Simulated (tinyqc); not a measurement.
Trap density from the barrier height.

Problem. In a partly depleted grain with all boundary traps filled, 2 N W = Qt and VB = q N W^2/(2 eps0 eps_r). Find Qt, W and the doping at which VB would equal Vt.

Values chosen for this exercise:
- T = 300 K (temperature)
- eps_r = 11.7 (relative permittivity)

Constants: q = 1.602176634e-19 C, kB = 1.380649e-23 J/K, Vt = kB T/q, eps0 = 8.8541878128e-14 F/cm where lengths are in cm. Results are converted to the units shown.

doping = 3.8e17 cm^-3
barrier height = 0.14702800 V

Solution. Eliminating W gives VB = q Qt^2/(8 eps0 eps_r N), which falls as 1/N.

Qt = 1.700e12 cm^-2
W = 22.37 nm
doping for VB = Vt = 2.161e18 cm^-3

Numbers from tinyqc (`OMP_NUM_THREADS=1 python tinyqc.py 2830245 2830246 out.jsonl`; about 0.01 s on one thread of a shared Intel Xeon 2.30GHz).
